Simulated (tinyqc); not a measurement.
# Non-linearity against on/off ratio

Worst-case read of an N x N array without selectors, ideal wires, unselected lines floating and all unselected cells in the low state with resistance K Ron: the sneak path is Rsn = K Ron [2/(N - 1) + 1/(N - 1)^2], in parallel with the selected cell Rc. A sense resistor Ron to ground gives Vout = Vr Ron/(Ron + Rc Rsn/(Rc + Rsn)); margin = [Vout(Rc = Ron) - Vout(Rc = ra Ron)]/Vr. Here N = 12; the columns give the margin for ra = 5, 50 and 1000.

Results:
```
K     Rsn/Ron  margin, ra = 5 (%)  margin, ra = 50 (%)  margin, ra = 1000 (%)
1      0.1901               1.705                2.149                  2.197
3      0.5702               7.216                9.413                  9.662
10      1.901               18.35                25.09                  25.90
30      5.702               26.74                37.69                  39.04
300     57.02               32.57                46.82                  48.61
1000    190.1               33.10                47.67                  49.51
3000    570.2               33.26                47.91                  49.77
```

Estimate the missing row, K = 100.

Computed row:
```
K    Rsn/Ron  margin, ra = 5 (%)  margin, ra = 50 (%)  margin, ra = 1000 (%)
100    19.01               31.11                44.51                  46.19
```

With this row back in the table: At K = 1 the margin is 1.71 % for ra = 5 and 2.20 % for ra = 1000: an on/off ratio 200 times larger gains a factor of only 1.29, because the sneak path (0.19 Ron) shunts the cell. Raising K to 3000 lifts the margin at ra = 50 from 2.15 to 47.9 %.

Numbers from tinyqc (`OMP_NUM_THREADS=1 python tinyqc.py 2880006 2880007 out.jsonl`; about 0.02 s on one thread of a shared Intel Xeon 2.30GHz).
